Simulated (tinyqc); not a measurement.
Worked calculation: CID on RHF in the 6-311g basis, for H2, spin multiplicity 1. One step of it, computed by the program tinyqc.

Question. CID: determinants and Hamiltonian. Slater-Condon rules over spin orbitals, with the nuclear repulsion added and E(HF) subtracted on the diagonal. Only determinants linked to the reference directly or through others are kept (one block of an abelian symmetry group), so some states are absent.

one-electron integrals over orbitals h = C^T H C (hartree), lower triangle:
```
           1          2          3          4         5         6
1  -1.140666
2   0.000000  -0.522396
3   0.124555   0.000000  -0.342664
4   0.000000   0.207788   0.000000  -0.263246
5   0.000000   0.027627   0.000000  -0.209107  1.411422
6   0.071793   0.000000  -0.149123   0.000000  0.000000  1.466661
```

Two-electron integrals over orbitals (pq|rs), unique and non-zero (hartree):
```
(11|11) 0.593352    (21|21) 0.063581    (22|11) 0.362515    (22|22) 0.309688
(31|11) -0.124555   (31|22) -0.034112   (31|31) 0.054480    (32|21) 0.017547
(32|32) 0.032732    (33|11) 0.358859    (33|22) 0.278482    (33|31) -0.038379
(33|33) 0.281605    (41|21) -0.071691   (41|32) 0.002822    (41|41) 0.100373
(42|11) -0.139740   (42|22) -0.054838   (42|31) 0.045690    (42|33) -0.049951
(42|42) 0.061882    (43|21) 0.043513    (43|32) 0.016138    (43|41) -0.048051
(43|43) 0.036587    (44|11) 0.471807    (44|22) 0.332985    (44|31) -0.081686
(44|33) 0.309482    (44|42) -0.103248   (44|44) 0.410145    (51|21) -0.028890
(51|32) 0.018149    (51|41) 0.058327    (51|43) -0.029366   (51|51) 0.081100
(52|11) -0.028259   (52|22) 0.007996    (52|31) 0.023503    (52|33) -0.004031
(52|42) 0.009094    (52|44) -0.016436   (52|52) 0.026393    (53|21) 0.032748
(53|32) -0.005396   (53|41) -0.049612   (53|43) 0.023236    (53|51) -0.044137
(53|53) 0.032121    (54|11) 0.133717    (54|22) 0.034430    (54|31) -0.059315
(54|33) 0.045488    (54|42) -0.050346   (54|44) 0.091347    (54|52) -0.039222
(54|54) 0.086972    (55|11) 0.623275    (55|22) 0.375175    (55|31) -0.145847
(55|33) 0.364768    (55|42) -0.157305   (55|44) 0.506659    (55|52) -0.059305
(55|54) 0.193328    (55|55) 0.754030    (61|11) -0.071793   (61|22) -0.015559
(61|31) 0.042403    (61|33) -0.020409   (61|42) 0.030029    (61|44) -0.055915
(61|52) 0.037287    (61|54) -0.071372   (61|55) -0.143426   (61|61) 0.075234
(62|21) -0.007304   (62|32) 0.005424    (62|41) 0.016951    (62|43) -0.011848
(62|51) 0.033033    (62|53) -0.014530   (62|62) 0.016301    (63|11) 0.095763
(63|22) 0.035747    (63|31) -0.036663   (63|33) 0.033798    (63|42) -0.036754
(63|44) 0.069117    (63|52) -0.017607   (63|54) 0.049715    (63|55) 0.131782
(63|61) -0.040293   (63|63) 0.033720    (64|21) 0.020780    (64|32) -0.018648
(64|41) -0.045348   (64|43) 0.018617    (64|51) -0.062259   (64|53) 0.034602
(64|62) -0.025745   (64|64) 0.052619    (65|21) 0.103200    (65|32) -0.001686
(65|41) -0.144630   (65|43) 0.078250    (65|51) -0.126649   (65|53) 0.090114
(65|62) -0.046438   (65|64) 0.098697    (65|65) 0.278021    (66|11) 0.608207
(66|22) 0.362227    (66|31) -0.136324   (66|33) 0.361042    (66|42) -0.149269
(66|44) 0.488167    (66|52) -0.053873   (66|54) 0.178124    (66|55) 0.712866
(66|61) -0.120149   (66|63) 0.119843    (66|66) 0.687453
```

nuclear repulsion = 0.57707438 hartree

Hartree-Fock energy = -1.11090595 hartree

Give: determinants; H - E(HF) between determinants.

Answer.

Occupation strings over the orbitals (2 doubly, a alpha, b beta, 0 empty; spin orbitals ordered 1a 1b 2a 2b ...): 200000 020000 0a0b00 0a00b0 002000 00a00b 0b0a00 000200 000ab0 0b00a0 000ba0 000020 00b00a 000002

H - E(HF) between determinants (hartree), lower triangle:
```
         200000   020000   0a0b00   0a00b0   002000   00a00b   0b0a00   000200
200000   0.0000
020000   0.0636   0.9529
0a0b00  -0.0717   0.1530   1.2353
0a00b0  -0.0289   0.0356  -0.1747   2.9522
002000   0.0545   0.0327   0.0161  -0.0054   1.2843
00a00b   0.0424   0.0054  -0.0186  -0.0017  -0.1153   3.1730
0b0a00   0.0717  -0.1530  -0.0619  -0.0091  -0.0161   0.0118   1.2353
000200   0.1004   0.0619   0.1045  -0.0503   0.0366   0.0186  -0.1045   1.5716
000ab0   0.0583   0.0091  -0.0503   0.0505   0.0232   0.0782  -0.0112  -0.1178
0b00a0   0.0289  -0.0356  -0.0091  -0.0264   0.0054   0.0145  -0.1747   0.0503
000ba0  -0.0583  -0.0091  -0.0112   0.0392  -0.0232  -0.0346  -0.0503   0.1178
000020   0.0811   0.0264  -0.0392  -0.0317   0.0321   0.0901   0.0392   0.0870
00b00a  -0.0424  -0.0054   0.0118   0.0145   0.1153  -0.0337  -0.0186  -0.0186
000002   0.0752   0.0163  -0.0257  -0.0464   0.0337  -0.0293   0.0257   0.0526

         000ab0   0b00a0   000ba0   000020  00b00a  000002
000ab0   3.3428
0b00a0   0.0392   2.9522
000ba0  -0.0870   0.0505   3.3428
000020  -0.0158   0.0317   0.0158   5.2649
00b00a  -0.0346  -0.0017   0.0782  -0.0901  3.1730
000002   0.0987   0.0464  -0.0987   0.2780  0.0293  5.3088
```
